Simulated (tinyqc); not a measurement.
From Eckart factor back to temperature T: harmonic transition-state theory with quantum, tunnelling and friction corrections. Computed by tinyqc, a small Python program. Command: `OMP_NUM_THREADS=1 python tinyqc.py 3022806 3022807 out.jsonl rates inv`. One thread of a shared host (Intel(R) Xeon(R) Processor @ 2.30GHz), about 0.03 s of CPU time with the checks.

One atom hops between equivalent sites; three modes at the minimum and two real modes at the saddle are treated as harmonic, the rest of the crystal as unchanged; melting is ignored, so hot rows may lie above the melting point.

Inputs (values chosen for the exercise, modelled on interstitial hydrogen in silicon): barrier E_b = 0.512 eV; imaginary frequency at the saddle nu_b = 27.2 THz.

Lattice of sites: three-dimensional.

Constants: h x 1 THz = 4.135667696 meV; k_B = 8.617333262e-05 eV/K.

Method. With u = h nu_b/(k_B T): Wigner factor 1 + u^2/24; parabolic barrier (Bell) (u/2)/sin(u/2), valid above T_c = h nu_b/(2 pi k_B); symmetric Eckart barrier: kappa = int_0^infinity P(E) exp(-(E - E_b)/(k_B T)) dE/(k_B T), P = (cosh 2a - 1)/(cosh 2a + cosh 2d), a = alpha sqrt(E/E_b), alpha = 2 pi E_b/(h nu_b), 2d = 2 sqrt(alpha^2 - pi^2/4).

Question. A run gave the result below. Find the temperature T, known to lie between 250 and 730 K.

Eckart factor = 1.391182

Answer.

Each step takes the trial c = (a f_b - b f_a)/(f_b - f_a), f being the result less the target and a, b, c the logarithms of the listed values; c replaces end b, the old b replaces a if the sign of f changed, and otherwise f_a is halved.

Scan of the range:
```
temperature T (K)  Eckart factor
250                      3.97869
299                      2.49107
357                      1.86192
427                      1.53547
511                      1.34836
611                      1.23416
730                      1.16099
```

False position (Illinois rule, in the logarithm of the input) inside the bracket:
```
step    end a    end b    trial  Eckart factor
1     427.000  511.000  490.422        1.38316
2     427.000  490.422  483.670        1.39581
3     490.422  483.670  486.130        1.39113
4     483.670  486.130  486.100        1.39118
5     483.670  486.100  486.100        1.39118
6     486.100  486.100  486.100        1.39118
```

Eckart factor falls at every point of a 13-point scan of the range (every second point is shown), so one value fits; it is bracketed by 427 and 511. Answer: temperature T = 486.1 K.
